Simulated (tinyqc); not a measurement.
X-ray reflectivity of a thin film on silicon: critical angles, Parratt recursion, fringes and roughness: one step, computed by the program tinyqc.

n = 1 - delta + i beta; the classical electron radius is r_e = 2.8179403e-6 nm. Layer 0 is vacuum, 1 the film, 2 the substrate.

Problem. Fringe period, contrast and decay. Far above the critical angle the period is d theta = lambda/(2 d), or 2 pi/d in q; the envelope runs between (|r_01| - |r_12 p|)^2 and (|r_01| + |r_12 p|)^2; contrast = 2 a b/(a^2 + b^2) with a = |r_01|, b = |r_12 p|; roughness factors on the amplitudes are about exp(-q^2 sigma^2/2).

Inputs (values chosen for the exercise, modelled on TiN on silicon, copper K-alpha radiation):

| quantity | value | unit |
|---|---|---|
| wavelength lambda | 0.15406 | nm |
| film thickness d | 28.8 | nm |
| roughness of the surface sigma_1 | 0.95 | nm |
| roughness of the interface sigma_2 | 0.72 | nm |

1000 r_01 = 5.536883-0.414325i

1000 r_12 = -4.686540+0.571425i

p = -0.5502090+0.6927493i

q = 4 pi sin(theta)/lambda = 1.665532 1/nm

Give: period in theta; period in q; contrast; roughness factor, surface; roughness factor, interface.

Solution.

period in theta = 0.1532 degrees

period in q = 0.2182 1/nm

contrast = 0.9608

roughness factor, surface = 0.2860

roughness factor, interface = 0.4872
